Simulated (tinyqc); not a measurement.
# MESFET, gradual channel with velocity saturation: depletion, velocity and field along the channel

A uniformly doped n-type channel, depleted from the top by a Schottky gate; at channel potential V the depleted share of a is u = sqrt((Vbi - Vg + V)/Vp), s at the source. Electrons drift with v = mu E/(1 + mu E/vsat). Abrupt depletion edge, no series resistance, source at 0.

Vbi = phiB - Vt ln(Nc/Nd); Vp = q Nd a^2/(2 eps0 eps_r); G0 = q mu Nd a W/L; Z = mu Vp/(vsat L); s = sqrt((Vbi - Vg)/Vp). I = (G0 Vp/3) F/(1 + Z (u^2 - s^2)), F = 3 (u^2 - s^2) - 2 (u^3 - s^3), with u at V = Vd; Z = 0 gives constant mobility, for which u stops at 1. At channel potential V: y/L = (G0 Vp/3) F(u)/I - Z V/Vp, v = vsat I Z/(G0 Vp (1 - u)), E = (vsat/mu) w/(1 - w) with w = v/vsat.

Inputs (values chosen for the exercise); material values those of a made-up semiconductor: temperature T = 273 K; relative permittivity of the semiconductor eps_r = 10.3; conduction-band density of states at T Nc = 6.14e17 cm^-3; donor density of the channel Nd = 8.1e16 cm^-3; channel thickness a = 140 nm; low-field mobility at this doping mu = 3000 cm^2/(V s); saturation velocity vsat = 1.5e7 cm/s; gate length L = 5 um; gate width W = 50 um; Schottky barrier phiB = 0.93 V; gate voltage Vg = 0 V; drain voltage Vd = 0.33 V.

Constants: q = 1.602176634e-19 C, kB = 1.380649e-23 J/K, Vt = kB T/q, eps0 = 8.8541878128e-14 F/cm where lengths are in cm. Results are converted to the units shown.

Along the channel:
```
V (V)        u     y/L  v (cm/s)  E (kV/cm)
0      0.79543  0.0000  1.1481e6    0.41444
0.055  0.81985  0.2482  1.3038e6    0.47595
0.11   0.84356  0.4626  1.5013e6    0.55611
0.165  0.86662  0.6441  1.7609e6    0.66505
0.22   0.88908  0.7936  2.1176e6    0.82187
0.275  0.91099  0.9120  2.6388e6     1.0674
0.33   0.93239  1.0000  3.4738e6     1.5069
```

What does the comparison show?

From source to drain the open share 1 - u falls from 0.205 to 0.0676, so the velocity rises by a factor of 3.03, to 0.232 vsat, and the field by 3.64. Half of Vd drops over the last 36 % of the gate length.

Computed by the program tinyqc: `OMP_NUM_THREADS=1 python tinyqc.py 2500136 2500137 out.jsonl`, one thread of a shared Intel Xeon 2.30GHz, about 0.06 s for the whole run.
